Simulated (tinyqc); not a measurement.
Worked calculation: sp3 tight binding, zinc-blende lattice. One step of it, computed by the program tinyqc.

Task: Levels at L. Diagonalise the Hermitian matrix.

H(k) at L (eV), order a s, a px, a py, a pz, c s, c px, c py, c pz:
```
[[-13.760000, 0.000000, 0.000000, 0.000000, -1.757559+1.757559i, -1.091600+1.091600i, -1.091600+1.091600i, -1.091600+1.091600i],
 [0.000000, -5.670000, 0.000000, 0.000000, 1.091600-1.091600i, 0.426075-0.426075i, -1.264910+1.264910i, -1.264910+1.264910i],
 [0.000000, 0.000000, -5.670000, 0.000000, 1.091600-1.091600i, -1.264910+1.264910i, 0.426075-0.426075i, -1.264910+1.264910i],
 [0.000000, 0.000000, 0.000000, -5.670000, 1.091600-1.091600i, -1.264910+1.264910i, -1.264910+1.264910i, 0.426075-0.426075i],
 [-1.757559-1.757559i, 1.091600+1.091600i, 1.091600+1.091600i, 1.091600+1.091600i, -13.760000, 0.000000, 0.000000, 0.000000],
 [-1.091600-1.091600i, 0.426075+0.426075i, -1.264910-1.264910i, -1.264910-1.264910i, 0.000000, -5.670000, 0.000000, 0.000000],
 [-1.091600-1.091600i, -1.264910-1.264910i, 0.426075+0.426075i, -1.264910-1.264910i, 0.000000, 0.000000, -5.670000, 0.000000],
 [-1.091600-1.091600i, -1.264910-1.264910i, -1.264910-1.264910i, 0.426075+0.426075i, 0.000000, 0.000000, 0.000000, -5.670000]]
```

Give: eigenvalues.

Result:

eigenvalues (eV): [-16.7541, -12.9394, -8.0614, -8.0614, -6.9802, -3.2786, -3.2786, -2.1863]
